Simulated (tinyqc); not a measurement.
FCI on RHF in the sto-3g basis, for H3+, spin multiplicity 1, step by step. One step of it, computed by the program tinyqc.

Question. FCI: roots. Diagonalise (each vector has its largest component positive (the first on a tie)); all determinants have Ms = 0, so triplets appear too. The lowest singlet root is the correlation energy.

Occupation strings over the orbitals (2 doubly, a alpha, b beta, 0 empty; spin orbitals ordered 1a 1b 2a 2b ...): 200 ab0 a0b ba0 b0a 020 0ab 0ba 002

H - E(HF) between determinants (hartree), lower triangle:
```
,200,ab0,a0b,ba0,b0a,020,0ab,0ba,002
200,0.000000
ab0,0.000000,0.541901
a0b,0.000000,0.000000,0.542195
ba0,0.000000,-0.145096,0.000000,0.541901
b0a,0.000000,0.000000,-0.145101,0.000000,0.542195
020,0.145096,0.043497,-0.090085,-0.043497,0.090085,1.185465
0ab,0.000000,-0.090085,-0.043458,0.090092,0.043462,-0.000026,1.027944
0ba,0.000000,0.090092,0.043462,-0.090085,-0.043458,0.000026,-0.078920,1.027944
002,0.145101,-0.043462,0.090011,0.043462,-0.090011,0.078920,0.000026,-0.000026,1.185942
```

Give: lowest roots of this matrix, relative to E(HF); lowest vectors; <S^2> of these roots; weight of the ground state by excitation level 0, 1, 2, ....

Answer.

lowest roots of this matrix, relative to E(HF) (hartree): -0.032  0.397  0.397  0.607  0.607  0.949  1.187  1.187

lowest vectors:
```
,root 1,root 2,root 3,root 4
200,0.988,0.000,0.000,0.000
ab0,0.000,0.707,0.000,0.656
a0b,0.000,0.000,0.707,0.000
ba0,0.000,0.707,0.000,-0.656
b0a,0.000,0.000,0.707,0.000
020,-0.111,0.000,0.000,-0.114
0ab,0.000,0.000,0.000,0.237
0ba,0.000,0.000,0.000,-0.237
002,-0.110,0.000,0.000,0.114
```

<S^2> of these roots: 0.000  2.000  2.000  0.000  0.000  2.000  0.000  0.000

weight of the ground state by excitation level 0, 1, 2, ...: 0.976  0.000  0.024
